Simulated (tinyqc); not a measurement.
Metal gate on a two-layer dielectric stack with fixed charge and a dipole: one step of the calculation.

Gate, layer 2, layer 1, p-type semiconductor; x runs from the gate inwards. Charges are counted in units of +q. psi is the band bending at the surface, positive towards inversion. Classical charge, Boltzmann statistics, no interface traps.

Question. Charge in the semiconductor. ni = sqrt(Nc Nv) exp(-Eg/(2 Vt)), Eg in volts. Qs = -sign(psi) sqrt(2 q eps0 eps_r Na Vt [exp(-u) + u - 1 + (ni/Na)^2 (exp(u) - u - 1)]), u = psi/Vt.

Inputs (values chosen for the exercise); band and dielectric values close to those of silicon, layer 1 close to silicon dioxide, layer 2 close to zirconium oxide: temperature T = 250 K; band gap Eg = 1.12 eV; relative permittivity eps_r = 11.7; conduction-band density of states at T Nc = 2.11e19 cm^-3; valence-band density of states at T Nv = 2.01e19 cm^-3; acceptor density Na = 3.6e16 cm^-3; band bending psi of the working point ps = 0.975 V.

Constants: q = 1.602176634e-19 C, kB = 1.380649e-23 J/K, Vt = kB T/q, eps0 = 8.8541878128e-14 F/cm where lengths are in cm. Results are converted to the units shown.

Find: Qs.

Answer.

Qs = -0.3346 uC/cm^2

The surface is in strong inversion: psi exceeds 2 Vt ln(Na/ni) = 0.846 V.

Computed by the program tinyqc: `OMP_NUM_THREADS=1 python tinyqc.py 2010112 2010113 out.jsonl`, one thread of a shared Intel Xeon 2.30GHz, about 0.01 s for the whole run.
